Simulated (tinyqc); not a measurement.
Hubbard chain of 6 sites, step by step. One step of it, computed by the program tinyqc.

Problem. Mean-field iteration 2. H(up) = T + U n(down), H(down) = T + U n(up); fill the lowest levels; n(new) = n + mixing (n(out) - n); E = tr T (rho up + rho down) + U sum n_up n_down of the output.

one-body matrix (hopping and site energies) (eV), order 1, 2, 3, 4, 5, 6:
```
[[-0.620000, -0.640000, 0.000000, 0.000000, 0.000000, 0.000000],
 [-0.640000, -0.360000, -0.640000, 0.000000, 0.000000, 0.000000],
 [0.000000, -0.640000, -0.340000, -0.640000, 0.000000, 0.000000],
 [0.000000, 0.000000, -0.640000, -0.590000, -0.640000, 0.000000],
 [0.000000, 0.000000, 0.000000, -0.640000, -0.860000, -0.640000],
 [0.000000, 0.000000, 0.000000, 0.000000, -0.640000, 0.870000]]
```

U = 1.200000 eV

electrons, up and down: [1, 1]

mixing = 0.500000

n(up) after iteration 1: [0.248281, 0.025384, 0.318445, 0.122595, 0.473993, 0.011801]

n(down) after iteration 1: [0.013326, 0.292774, 0.080523, 0.463097, 0.108709, 0.242070]

Give: levels, up; levels, down; energy; n(up) after iteration 2; n(down) after iteration 2.

Solution.

levels, up (eV): [-1.4073, -1.1163, -0.5571, 0.3247, 0.9028, 1.3939]

levels, down (eV): [-1.3879, -1.0321, -0.3157, 0.1910, 0.8546, 1.2307]

energy = -3.0397 eV

n(up) after iteration 2: [0.1570, 0.0645, 0.2590, 0.1817, 0.4207, 0.0173]

n(down) after iteration 2: [0.0409, 0.2413, 0.1456, 0.4055, 0.1392, 0.1278]
